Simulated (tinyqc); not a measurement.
Ferroelectric with a first-order transition, Landau-Devonshire energy: two steps of the calculation.

One domain with free energy u = al P^2 + be P^4 + ga P^6 - E P, al = a0 (T - T0), be < 0 < ga (P in uC/cm^2, E in kV/cm, u in mJ/cm^3). Equilibrium: E = 2 al P + 4 be P^3 + 6 ga P^5; a state is stable against small changes where dE/dP > 0. The coercive field is that of uniform switching, which real films, switching by domains, do not reach.

Parameters, values chosen for the exercise:

| symbol | value | unit | meaning |
|---|---|---|---|
| a0 | 0.034 | kV cm/(uC K) | slope of the quadratic coefficient |
| T0 | 600 | K | Curie-Weiss temperature |
| be | -0.0022 | kV cm^5/uC^3 | quartic coefficient |
| ga | 1.9e-6 | kV cm^9/uC^5 | sixth-order coefficient |
| T | 580 | K | temperature |
| Ea | -52 | kV/cm | applied field |

Constants: eps0 = 8.8541878128e-14 F/cm where lengths are in cm. Results are converted to the units shown.

Problem 1. Spontaneous polarisation, coercive field and susceptibility. Ps^2 = [-be + sqrt(be^2 - 3 al ga)]/(3 ga); Pc^2 = [-3 be + sqrt(9 be^2 - 15 al ga)]/(15 ga), Ec = -E(Pc); susceptibility chi = 1/(eps0 dE/dP).

Wanted: al; Ps; u(Ps) at E = 0; Pc; Ec; chi at Ps.

Solution 1.

al = -0.68000 kV cm/uC
Ps = 30.065 uC/cm^2
u(Ps) at E = 0 = -1008.9 mJ/cm^3
Pc = 22.582 uC/cm^2
Ec = 65.104 kV/cm
chi at Ps = 529.03

Problem 2. Polarisation on the upper branch by Newton steps. f = 2 al P + 4 be P^3 + 6 ga P^5 - Ea, f' = 2 al + 12 be P^2 + 30 ga P^4, P(new) = P - f/f'.

P at the start = 30.1 uC/cm^2
al = -0.68 kV cm/uC

Find: f; f'; P after iteration 1.

Solution 2.

f = 52.75 kV/cm
f' = 21.51 kV cm/uC
P after iteration 1 = 27.65 uC/cm^2

tinyqc, about 0.01 s, one thread, Intel Xeon 2.30GHz (shared host): `OMP_NUM_THREADS=1 python tinyqc.py 2860005 2860006 out.jsonl`
